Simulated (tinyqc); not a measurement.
An infinitely deep well in a field (quantum-confined Stark shift), Airy functions: one step of the calculation.

Hard walls at x = -L/2 and +L/2; between them U(x) = -F x (eV, zero at the centre). C = hbar^2/(2 m0), e = (C F^2/m1)^(1/3), z1 = (F L/2 - E)/e at the left wall and z2 = (-F L/2 - E)/e at the right wall. Levels are the roots of D(E) = Ai(z1) Bi(z2) - Ai(z2) Bi(z1).

Question. Level without field and second-order shift. E_n(0) = C (n pi/L)^2/m1; second-order shift m1 F^2 L^4 (1 - 15/(pi n)^2)/(48 C pi^2 n^2).

Parameters, values chosen for the exercise:
```
symbol  value  unit       meaning
m1      0.084    m0          mass
L         6.2    nm    well width
F       0.036  V/nm         field
n           1        level sought
```

Constants: q = 1.602176634e-19 C, hbar = 1.054571817e-34 J s, m0 = 9.1093837015e-31 kg, hbar^2/(2 m0) = 0.0380998212 eV nm^2. Results are converted to the units shown.

Give: E_n(0); second-order shift; F L/E_1(0).

Answer.

E_n(0) = 0.11646 eV
second-order shift = -4.6327 meV
F L/E_1(0) = 1.9166

Computed by the program tinyqc: `OMP_NUM_THREADS=1 python tinyqc.py 2580031 2580032 out.jsonl`, one thread of a shared Intel Xeon 2.30GHz, about 0.02 s for the whole run.
